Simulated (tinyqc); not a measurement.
Nanosheet or nanowire with hard walls, valleys of the Ge type, step by step. Values are carried at full precision from step to step, so a last printed digit may differ when a step is redone from the rounded ones.

Four ellipsoidal valleys along <111>: inverse mass tensor w = 1/mt + (1/ml - 1/mt) a a^T with a the unit axis. Device axes: x along the channel, z = [001], y = z x x. The Gamma and Delta valleys are left out; the heavy Delta valleys, about 0.18 eV up, lie lowest once the L levels pass about 0.2 eV.

Constants: hbar^2/2m0 = 3.80998211 eV angstrom^2; hbar = 6.58211957e-16 eV s; e^2/h = 3.874045865e-05 S; kB = 8.617333262e-05 eV/K.

Values chosen for the exercise (near those of Ge; not measured data): ml = 1.573 m0 (longitudinal mass); mt = 0.083 m0 (transverse mass); channel = 110 (transport direction x on a (001) wafer); W = 90 angstrom (width, along y); H = 62 angstrom (height, along z = [001]); dE = 0.194 eV (EF above the lowest subband edge); T = 300 K (temperature); g_all = 4 (number of valleys).

## Valley masses for a [110] channel

Rotate w into the device axes and group equal valleys (|w_yz| counts); order by w_zz, then w_yy. 1/m_x = w_xx - w_xc w_c^-1 w_cx with c the block (y, z).

Valleys:
```
group  valleys g     w_yy    w_zz  |w_yz|  m_x (m0)
A              2   4.4399  8.2440  5.3799    0.0830
B              2  12.0482  8.2440  0.0000    1.0763
```

The lightest transport mass, 0.083 m0, belongs to group A.

## One-dimensional subbands

Hard walls around a W x H rectangle. The block w_c of w in (y, z) confines; the transport mass follows from 1/m_x = w_xx - w_xc w_c^-1 w_cx. The cross-section problem c (w_yy ky^2 + 2 w_yz ky kz + w_zz kz^2), c = hbar^2/2m0, is solved in products sin(n pi y/W) sin(l pi z/H), n, l = 1 to 12; if w_yz = 0 the levels are c pi^2 (w_yy n^2/W^2 + w_zz l^2/H^2). The w_yz term couples (n, l) to (n', l') by -2 c w_yz D_nn'(W) D_ll'(H) with D_nm(L) = 4 n m/(L (n^2 - m^2)) for n + m odd and 0 otherwise.

The ten lowest levels of all groups together, numbered within each group.

Subbands:
```
label  valleys g  m_x (m0)  E (eV)
A1             2    0.0830  0.0876
A2             2    0.0830  0.1078
B1             2    1.0763  0.1366
A3             2    0.0830  0.1391
A4             2    0.0830  0.1778
A5             2    0.0830  0.2202
A6             2    0.0830  0.2654
B2             2    1.0763  0.3044
A7             2    0.0830  0.3159
A8             2    0.0830  0.3316
```

The lowest subband is A1; the number of further ones in the list within kB T = 25.9 meV of it at 300 K is 1.

## Modes, density and velocity at zero temperature

With EF = E_lowest + dE, each subband below EF has k_F = sqrt(m_x (EF - E)/c), carries n = 2 g k_F/pi electrons per length (spin included), moves at v = 2 c k_F/(hbar m_x) and adds 2 g e^2/h to the ballistic conductance; c = hbar^2/2m0, 1 angstrom/s = 1e-8 cm/s.

Occupied subbands:
```
label  k_F (1/angstrom)  n (1/nm)  v (1e7 cm/s)
A1               0.0650     0.828          9.07
A2               0.0615     0.783          8.58
B1               0.2024     2.577          2.18
A3               0.0557     0.709          7.77
A4               0.0475     0.605          6.63
A5               0.0366     0.466          5.10
A6               0.0188     0.239          2.62
```

total n = 6.208 1/nm
ballistic conductance = 1084.7 microsiemens

EF lies below the last listed level, so the count is complete for these valleys (other families, and non-parabolicity above about 0.2 eV, are left out): 7 subbands with 14 valley modes. The Fermi velocity, averaged with the densities as weights, is 5.21 x 1e7 cm/s; the mean over all filled states moving one way is half of it.

## Threshold shift from confinement

Without degeneracy the line density is N1 exp((EF - Ec)/kB T) with N1 = sum 2 g sqrt(m_x kB T/(4 pi c)) exp(-E/kB T), here over n, l up to 80 where w_yz = 0 and over all levels of a 12 x 12 sine basis otherwise; the classical value is W H Nc with Nc = 2 g_all (m_dos kB T/(4 pi c))^(3/2), m_dos = (ml mt^2)^(1/3); dVt = kB T ln(W H Nc/N1).

Form N1, W H Nc and dVt.

N1 = 0.01966 1/nm
W H Nc = 0.5831 1/nm
dVt = 87.6 mV

## Checks

- Lowest level of group A on a 40 x 40 difference grid against the sine basis, eV: both 0.088.

(tinyqc, `OMP_NUM_THREADS=1 python tinyqc.py 1280312 1280313 out.jsonl`, Intel(R) Xeon(R) Processor @ 2.30GHz, 1 thread, shared host, about 0.3 s.)
